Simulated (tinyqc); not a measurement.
# Ellipsometry and reflectance of a transparent film on an absorbing substrate: two studies

Air (index 1), film, substrate with N2 = n2 - i k2; time factor exp(+i w t). q_j = sqrt(N_j^2 - sin^2 th), root with positive real part. Fresnel coefficients r_s = (q_a - q_b)/(q_a + q_b), r_p = (N_b^2 q_a - N_a^2 q_b)/(N_b^2 q_a + N_a^2 q_b). tan(Psi) exp(i Delta) = R_p/R_s, Delta taken from 0 to 360 degrees.

Inputs (values chosen for the exercise); indices close to those of hafnium oxide on silicon:
- lam = 632.8 nm (wavelength)
- th = 60 degrees (angle of incidence)
- n1 = 2.067 (index of the transparent film)
- d = 1.5 nm (film thickness)
- n2 = 3.882 (index of the substrate)
- k2 = 0.019 (extinction coefficient of the substrate)

Each table varies one quantity; the others keep the values above.

## Psi and Delta against the film thickness

beta = 2 pi d q1/lam, X = exp(-2 i beta), R = (r01 + r12 X)/(1 + r01 r12 X) for p and s. The last column is the derivative of Delta.

Psi and Delta against the film thickness:

| d (nm) | Psi (degrees) | Delta (degrees) | \|R_p\|^2 | \|R_s\|^2 | dDelta/dd (degrees/nm) |
|---|---|---|---|---|---|
| 0 | 23.38 | 179.7 | 0.1098 | 0.5877 | -1.253 |
| 19 | 23.18 | 155.6 | 0.1023 | 0.5581 | -1.300 |
| 38 | 22.98 | 129.5 | 0.08317 | 0.4624 | -1.487 |
| 57 | 24.58 | 96.67 | 0.06084 | 0.2909 | -2.086 |
| 76 | 32.43 | 39.94 | 0.04637 | 0.1148 | -4.333 |
| 94 | 31.45 | 312.5 | 0.04715 | 0.1260 | -4.011 |
| 113 | 24.26 | 259.6 | 0.06283 | 0.3095 | -1.991 |
| 132 | 22.98 | 227.8 | 0.08533 | 0.4746 | -1.459 |
| 151 | 23.21 | 202.0 | 0.1036 | 0.5634 | -1.291 |
| 170 | 23.38 | 177.9 | 0.1098 | 0.5875 | -1.253 |

Psi moves up and down between 23.0 and 32.4 degrees. The period is 168.6 nm, after which Psi and Delta return to the values of the bare substrate, so one angle and wavelength fix d only up to a multiple of it. The size of the slope of Delta runs from 1.25 to 4.33 degrees/nm among the rows; Delta is counted modulo 360 degrees, and sharper features can lie between the rows.

## Effect of the index of the transparent film

Same model as above.

dDelta/dd is the derivative of Delta; period lam/(2 q1).

Effect of the index of the transparent film:

| n1 | Psi (degrees) | Delta (degrees) | \|R_p\|^2 | \|R_s\|^2 | dDelta/dd (degrees/nm) | period (nm) |
|---|---|---|---|---|---|---|
| 1.25 | 23.381 | 178.62 | 0.10984 | 0.58761 | -0.73615 | 351.01 |
| 1.45 | 23.382 | 178.18 | 0.10984 | 0.58757 | -1.0294 | 272.06 |
| 1.65 | 23.381 | 177.95 | 0.10982 | 0.58753 | -1.1829 | 225.28 |
| 1.85 | 23.379 | 177.85 | 0.10979 | 0.58749 | -1.2486 | 193.54 |
| 2.05 | 23.376 | 177.84 | 0.10976 | 0.58744 | -1.2546 | 170.28 |
| 2.25 | 23.373 | 177.90 | 0.10971 | 0.58740 | -1.2168 | 152.36 |
| 2.45 | 23.369 | 178.01 | 0.10967 | 0.58737 | -1.1452 | 138.06 |
| 2.65 | 23.366 | 178.15 | 0.10963 | 0.58734 | -1.0458 | 126.33 |

Read the table: what changes, and by how much?

Psi stays near 23.4 degrees and |R_p|^2 stays near 0.110. The slope of Delta is largest in size, 1.25 degrees/nm, at n1 = 2.05 among the rows.

tinyqc, about 0.01 s, one thread, Intel Xeon 2.30GHz (shared host): `OMP_NUM_THREADS=1 python tinyqc.py 2870114 2870115 out.jsonl`
